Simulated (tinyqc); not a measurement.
## Bandgap voltage reference from two bipolar transistors: effect of the offset of the amplifier

Two transistors of area 1 and N carry the same current I. Is(T) = Is (T/T0)^eta exp[(Vg0 q/kB)(1/T0 - 1/T)], VBE1 = Vt ln(I/Is(T)) + I rb, VBE2 = Vt ln(I/(N Is(T))) + I rb/N. The amplifier forces I R1(T) = VBE1 - VBE2 + Vos, with R(T) = R (1 + tc (T - T0)) for both resistors, and the output is Vref = VBE1 + I R2(T). Base currents and the Early effect are neglected.

Vt = kB T/q; I = (Vt ln N + Vos)/(R1(T) - rb (1 - 1/N)). Box coefficient: span of Vref between 233 and 398 K over its average over T and over 165 K. The last column is the R2 that gives zero slope at T0.

Values chosen for this exercise; values of the order met in silicon bipolar transistors:
- T0 = 300 K (reference temperature)
- Vg0 = 1.188 V (band-gap voltage extrapolated to 0 K)
- eta = 4 (temperature exponent of the saturation current)
- Is = 1.1e-16 A (saturation current of the unit transistor at T0)
- N = 8 (area ratio of the second transistor)
- R1 = 10 kohm (resistor across which the difference of VBE falls, at T0)
- tc = 0 ppm/K (temperature coefficient of both resistors)
- rb = 10 ohm (series resistance of the unit transistor)
- R2 = 119.3 kohm (output resistor at T0)

Constants: q = 1.602176634e-19 C, kB = 1.380649e-23 J/K. Results are converted to the units shown.

Effect of the offset of the amplifier:
```
Vos (mV)  I at T0 (uA)  Vref at T0 (V)  slope at T0 (uV/K)  box coefficient (ppm/K)  R2 for zero slope (kohm)
-5               4.880           1.216               42.73                    30.34                     116.9
-3               5.080           1.241               42.45                    29.55                     116.9
-1               5.280           1.266               42.32                    28.89                     116.9
0                5.380           1.278               42.31                    28.59                     116.9
1                5.481           1.291               42.32                    28.33                     116.9
3                5.681           1.315               42.43                    27.86                     116.9
5                5.881           1.340               42.64                    27.47                     116.9
```

What does the table show?

As Vos goes from -5 to 5, Vref rises from 1.216 to 1.340 V and the box coefficient falls from 30.3 to 27.5 ppm/K. Each mV of offset moves Vref by 12.4 mV, about R2/R1 = 11.9 plus the change of VBE1 with the current.

Computed by the program tinyqc: `OMP_NUM_THREADS=1 python tinyqc.py 2062197 2062198 out.jsonl`, one thread of a shared Intel Xeon 2.30GHz, about 0.02 s for the whole run.
